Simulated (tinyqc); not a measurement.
Extended Hueckel theory, for BeH2, step by step. One step of it, computed by the program tinyqc.

Problem. Wolfsberg-Helmholz matrix. H_ij = K' S_ij (H_ii + H_jj)/2 for i != j (the diagonal keeps H_ii), with K' = 1.75.

overlap S, lower triangle:
```
           1Be 2s   1Be 2px    1Be 2py   1Be 2pz     2H 1s     3H 1s
1Be 2s   1.000000
1Be 2px  0.000000  1.000000
1Be 2py  0.000000  0.000000   1.000000
1Be 2pz  0.000000  0.000000   0.000000  1.000000
2H 1s    0.466393  0.000000   0.547674  0.059391  1.000000
3H 1s    0.466393  0.000000  -0.547674  0.059391  0.036516  1.000000
```

diagonal H_ii (eV): 1Be 2s -10.000000, 1Be 2px -6.000000, 1Be 2py -6.000000, 1Be 2pz -6.000000, 2H 1s -13.600000, 3H 1s -13.600000

K = 1.750000

Give: H.

Solution.

H (eV), lower triangle:
```
           1Be 2s  1Be 2px  1Be 2py  1Be 2pz     2H 1s     3H 1s
1Be 2s   -10.0000
1Be 2px    0.0000  -6.0000
1Be 2py    0.0000   0.0000  -6.0000
1Be 2pz    0.0000   0.0000   0.0000  -6.0000
2H 1s     -9.6310   0.0000  -9.3926  -1.0186  -13.6000
3H 1s     -9.6310   0.0000   9.3926  -1.0186   -0.8691  -13.6000
```
